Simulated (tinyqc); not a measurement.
What moves the results: cylindrical quantum wire. A value that a table varies takes the place of the one given here.

A cylinder of radius R, isotropic masses, c = hbar^2/2m0, k = sqrt(mw E/c), kappa = sqrt(mb (V0 - E)/c). State (n, m) is J_m(k r) inside and K_m(kappa r) outside; psi and psi'/m are continuous: (k/mw) J_m'(kR)/J_m(kR) = (kappa/mb) K_m'(kappa R)/K_m(kappa R).

With hard walls E = c (x/R)^2/mw, x a zero of J_m: (1,0) 2.404826; (2,0) 5.520078; (1,1) 3.831706; (2,1) 7.015587; (1,2) 5.135622; (2,2) 8.417244; (1,3) 6.380162; (2,3) 9.761023.

Constants: hbar^2/2m0 = 3.80998211 eV angstrom^2.

Inputs chosen for the exercise (near those of a GaAs wire in AlGaAs; not measured data): V0 = 0.332 eV (barrier height); mw = 0.0673 m0 (mass inside); mb = 0.101 m0 (mass outside); Rs = (34, 48, 68, 97, 136, 194, 272) angstrom (radii); R = 97 angstrom (radius).

## Radius

The two lowest states against R; a dash marks an unbound state.

Levels (eV):

| R (angstrom) | (1,0) | (1,1) | (1,0), hard walls | flat well of width 2R |
|---|---|---|---|---|
| 34 | 0.1248 | 0.2975 | 0.2832 | 0.0558 |
| 48 | 0.0778 | 0.1947 | 0.1421 | 0.0341 |
| 68 | 0.0457 | 0.1157 | 0.0708 | 0.0198 |
| 97 | 0.0254 | 0.0645 | 0.0348 | 0.0109 |
| 136 | 0.0141 | 0.0358 | 0.0177 | 0.0060 |
| 194 | 0.0074 | 0.0188 | 0.0087 | 0.0032 |
| 272 | 0.0039 | 0.0100 | 0.0044 | 0.0017 |

The lowest state is bound at every radius listed. (1,1) is bound at every radius listed. At the largest radius the level is 0.89 of the hard-wall value and 2.34 times that of the flat well (the hard-wall ratio is 2.34); the exponent d ln E/d ln R between the last two radii is -1.87.

## Shape and dimension

Lowest level with hard walls: film c (pi/2R)^2/mw, cylinder c (2.404826/R)^2/mw, sphere c (pi/R)^2/mw, square or cube of side a: 2 or 3 times c (pi/a)^2/mw; c = hbar^2/2m0. Finite barriers V0 with outer mass mb and psi, psi'/m continuous for film, cylinder and sphere (not separable for the square and the cube: dash).

Lowest level (eV):

| shape | hard walls | finite barrier |
|---|---|---|
| film, width 2R | 0.0148 | 0.0109 |
| cylinder, radius R | 0.0348 | 0.0254 |
| square wire of equal area | 0.0378 | - |
| sphere, radius R | 0.0594 | 0.0431 |
| cube of equal volume | 0.0686 | - |

With hard walls the levels of film, cylinder and sphere stand as 1 : 2.34 : 4.00; with the finite barrier as 1 : 2.33 : 3.94. The square lies 8.6 % above the circle of equal area and the cube 15.5 % above the sphere of equal volume: round shapes give the lowest level for a given size.

## What each parameter does

The lowest level (1,0) and its distance to V0. Each row changes one parameter from the base and keeps the others.

Results:

| case | E (eV) | V0 - E (eV) | k R |
|---|---|---|---|
| base | 0.0254 | 0.3066 | 2.0566 |
| R = 107 angstrom | 0.0215 | 0.3105 | 2.0854 |
| V0 = 0.282 eV | 0.0248 | 0.2572 | 2.0309 |
| mw = 0.074 m0 | 0.0238 | 0.3082 | 2.0849 |
| mb = 0.1263 m0 | 0.0246 | 0.3074 | 2.0203 |

The largest shifts from the base row, up to three for each result and ties (the steps differ in size, so this ranks the rows, not the parameters). E (eV): R -0.0039, mw -0.0017, mb -0.0009. V0 - E (eV): V0 -0.0494, R +0.0039, mw +0.0017. k R: mb -0.0362, R +0.0289, mw +0.0283.

(tinyqc, `OMP_NUM_THREADS=1 python tinyqc.py 1251918 1251919 out.jsonl`, Intel(R) Xeon(R) Processor @ 2.30GHz, 1 thread, shared host, about 0.04 s.)
